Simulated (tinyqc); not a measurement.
## Convergence with the mesh in the empty well

In an empty well of width L and depth Vb, level k solves kw L/2 = (k - 1) pi/2 + arctan(sqrt((mw/mb)(Vb - E)/E)) with kw = sqrt(mw E/C), C = hbar^2/(2 m0). Mesh: N intervals across the well, hz = L/N, nodes at (i + 1/2) hz from an edge, mass (mw + mb)/2 on the interval that holds an interface, walls 3 L outside the edges; H_ii = C (1/m_(i-1/2) + 1/m_(i+1/2))/hz^2 + V_i, H_(i,i+1) = -C/(m_(i+1/2) hz^2). No field, no charge.

Inputs (values chosen for the exercise); material values close to those of GaAs in AlGaAs: mass along z in the well mw = 0.067 m0; mass along z in the barriers mb = 0.0896 m0; barrier height Vb = 0.257 eV; well width L = 21.7 nm.

Constants: q = 1.602176634e-19 C, hbar = 1.054571817e-34 J s, m0 = 9.1093837015e-31 kg, hbar^2/(2 m0) = 0.0380998212 eV nm^2. Results are converted to the units shown.

The same in every row: exact E1 (meV) = 8.875.

Convergence with the mesh in the empty well:
```
N    E1 on the mesh (meV)  error (%)
4                   6.273      -29.3
8                   7.844      -11.6
16                  8.560      -3.55
32                  8.791     -0.944
64                  8.854     -0.240
128                 8.870    -0.0603
```

What does the comparison show?

The error goes from -29 % to -0.060 %; between N = 32 and 64 it shrinks by a factor of 3.9, the 4 of a second-order scheme.

Numbers from tinyqc (`OMP_NUM_THREADS=1 python tinyqc.py 2140005 2140006 out.jsonl`; about 0.2 s on one thread of a shared Intel Xeon 2.30GHz).
